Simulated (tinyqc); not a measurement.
Changing the film thickness t: the 3-omega method: a line heater on a substrate with a thin film. Computed by tinyqc, a small Python program. Command: `OMP_NUM_THREADS=1 python tinyqc.py 3015145 3015146 out.jsonl threeomega sweep`. One thread of a shared host (Intel(R) Xeon(R) Processor @ 2.30GHz), about 0.01 s of CPU time with the checks.

A current at angular frequency omega = 2 pi f heats the line at 2 omega with the amplitude P per length; the temperature swing Delta T at 2 omega gives a voltage at 3 omega. The substrate is taken as semi-infinite and isotropic, and the heat capacity of heater and film is left out.

Inputs (values chosen for the exercise, modelled on hafnia on gallium nitride):
```
quantity                                    value           unit
substrate conductivity kappa                  185        W/(m K)
substrate heat capacity C                    2.97  1e6 J/(m^3 K)
heater half-width b                           7.4     micrometre
power amplitude per length P                   16            W/m
current frequency f                          4300             Hz
film conductivity kappa_f                     1.1        W/(m K)
interface resistance R_i                      6.5       m^2 K/GW
substrate thickness d_s                       725     micrometre
temperature coefficient of resistance beta    2.3         1e-3/K
voltage amplitude V_1                         1.3              V
```

Method:
- D = kappa/C; q = sqrt(2 i omega/D); penetration depth 1/|q| = sqrt(D/(2 omega)).
- Delta T_s = (P/(pi kappa)) int_0^infinity (sin x/x)^2 / sqrt(x^2 + (q b)^2) dx with (q b)^2 = i |q b|^2, averaged over the heater width (12 Gauss-Legendre points on each of the pieces 0, 14 log-spaced edges from 1e-5 to 1, and multiples of pi to 40 pi; the tail adds 1/(4 (40 pi)^2)).
- For |q| b much below 1: Delta T_s = (P/(pi kappa)) [-ln(|q| b) + eta - i pi/4], eta = 3/2 - C_E = 0.92278, with Euler's C_E = 0.5772157.
- One-dimensional flow across the film: Delta T_f = P (t/kappa_f + R_i)/(2 b); total in-phase swing Delta T = Delta T_s + Delta T_f; third-harmonic amplitude V_3 = V_1 beta |Delta T|/2 with the out-of-phase part included; the apparent film conductivity is t/(t/kappa_f + R_i).

One run for each value:
```
film thickness t (nm)  apparent film conductivity (W/(m K))  Delta T_f (K)  film share of the in-phase swing
10                                                   0.6414         0.0169                           0.19978
19                                                   0.7992         0.0257                           0.27572
38                                                   0.9258         0.0444                           0.39660
73                                                   1.0019         0.0788                           0.53848
140                                                  1.0466         0.1446                           0.68174
270                                                  1.0716         0.2724                           0.80137
530                                                  1.0854         0.5279                           0.88661
1000                                                 1.0922         0.9898                           0.93615
2000                                                 1.0961         1.9726                           0.96691
```

Over the rows, apparent film conductivity (W/(m K)) rises from 0.641 to 1.10 (exponent d ln y / d ln x 0.34 between the first rows and 0.0051 between the last); Delta T_f (K) rises from 0.0169 to 1.97 (exponent d ln y / d ln x 0.66 between the first rows and 0.99 between the last); film share of the in-phase swing rises from 0.200 to 0.967 (exponent d ln y / d ln x 0.50 between the first rows and 0.047 between the last). The film resistance t/kappa_f + R_i is a straight line in t: its slope gives kappa_f = 1.1 W/(m K) and its intercept R_i; the two terms are equal at t = 7.15 nm.
